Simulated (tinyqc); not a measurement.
Gas flow in a process chamber: flow regimes, conductance, effective pumping speed, pump-down, outgassing and purge: one step, computed by the program tinyqc.

Ideal gas, isothermal flow, a pump of constant speed at the end of a round pipe; process gas, volume gas and outgassing are given the same properties. 1 sccm = 101325 Pa x 1e-6 m^3/60 s x T/273.15 K.

Problem. Molecular flow. Mean speed c = sqrt(8 k_B T/(pi m)); aperture conductance C_a = c pi d^2/16; molecular pipe C_m = C_a/(1 + 3 l/(4 d)) (Dushman form); viscous pipe C_v = pi d^4 p_mean/(128 eta l); Knudsen interpolation C = C_v + C_m (1 + x)/(1 + 1.24 x), x = d p_mean sqrt(m/(k_B T))/eta. Effective speed 1/S_eff = 1/S + 1/C_m; time constant V/S_eff; pressure at which the free path k_B T/(sqrt2 pi d_m^2 p) equals d.

Inputs (values chosen for the exercise, modelled on hydrogen near room temperature):
```
quantity,value,unit
molar mass M,2.016,g/mol
molecular diameter,0.27,nm
temperature T,350,K
chamber volume V,5.2,L
pipe diameter d,4,cm
pipe length l,390,cm
pump speed S,22,L/s
```

Constants: k_B = 1.380649e-23 J/K; u = 1.6605390666e-27 kg.

Give: mean speed c; C_a; C_m; S_eff in molecular flow; time constant; pressure where the free path equals d.

Solution.

mean speed c = 1917 m/s

C_a = 602.3 L/s

C_m = 8.126 L/s

S_eff in molecular flow = 5.934 L/s

time constant = 0.8763 s

pressure where the free path equals d = 0.3730 Pa

The pipe passes on 27 % of the pump speed; a larger pump would gain little, since S_eff cannot exceed C_m.
